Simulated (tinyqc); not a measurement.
Gain spectrum: optical gain and spontaneous emission in a bulk direct-gap semiconductor.

Parabolic bands, vertical transitions, no excitons. For each hole band j: mr = me mj/(me + mj); joint density of states J_j(E) = (mr/c)^(3/2) sqrt(E - Eg)/(2 pi^2), both spins, c = hbar^2/2m0; averaged matrix element |e.p|^2 = m0 Ep/6; alpha_j(E) = 4 pi^2 alpha_f c Ep J_j/(3 nr E) in 1/angstrom (alpha_f the fine-structure constant, listed as alpha among the constants), times 1e8 for 1/cm.

F_j(eta) = (1/Gamma(j + 1)) integral_0^infinity x^j dx/(1 + exp(x - eta)), which tends to exp(eta) for eta << 0.

Quasi-Fermi levels: n = Nc F_1/2(Fc/kT) and p = Nv F_1/2(Fv/kT), Fc counted up from the conduction edge and Fv down from the valence edge; Nc, Nv from N = 2 (m kB T/(4 pi c))^(3/2) with c = hbar^2/2m0, in 1/angstrom^3; times 1e24 for 1/cm^3, with me and (mhh^(3/2) + mlh^(3/2))^(2/3).

For band j the electron sits at Ee = (E - Eg) mr/me above its edge and the hole at Eh = (E - Eg) mr/mj; fe = 1/(1 + exp((Ee - Fc)/kT)), fh = 1/(1 + exp((Eh - Fv)/kT)); gain g = sum_j alpha_j (fe + fh - 1).

Constants: hbar^2/2m0 = 3.80998211 eV angstrom^2; fine-structure constant alpha = 0.007297352564; kB = 8.617333262e-05 eV/K.

Inputs chosen for the exercise (near those of GaAs; the results hold for these values, not for the real material):
```
symbol  value    unit    meaning
Eg      1.466    eV      direct gap
me      0.0697   m0      electron mass
mhh     0.501    m0      heavy-hole mass
mlh     0.0827   m0      light-hole mass
Ep      26.2     eV      Kane energy
nr      3.66             refractive index
T       300      K
n       3.4e+18  1/cm^3  injected density, n = p
```

At the density n.

Spectrum:
```
E - Eg (eV)  alpha, empty (1/cm)  fe, heavy  fh, heavy  g (1/cm)
0.005                       1929      0.985      0.284       512
0.010                       2719      0.983      0.279       691
0.020                       3819      0.976      0.270       885
0.030                       4646      0.966      0.261       968
0.045                       5634      0.945      0.247       958
0.060                       6441      0.912      0.234       806
0.080                       7341      0.841      0.218       353
0.100                       8103      0.728      0.202      -456
0.130                       9065      0.491      0.180     -2366
0.170                      10113      0.199      0.154     -5357
0.220                      11163      0.043      0.126     -8254
```

Fc + Fv = 0.0899 eV

g is positive below E - Eg = 0.0899 eV; the largest value listed is 968 1/cm at 0.030 eV. At 0.220 eV above the gap g is -0.74 times the absorption of the empty crystal, whose limit is -1.

Program tinyqc; command `OMP_NUM_THREADS=1 python tinyqc.py 1650147 1650148 out.jsonl`; about 0.08 s on one thread of a shared Intel(R) Xeon(R) Processor @ 2.30GHz.
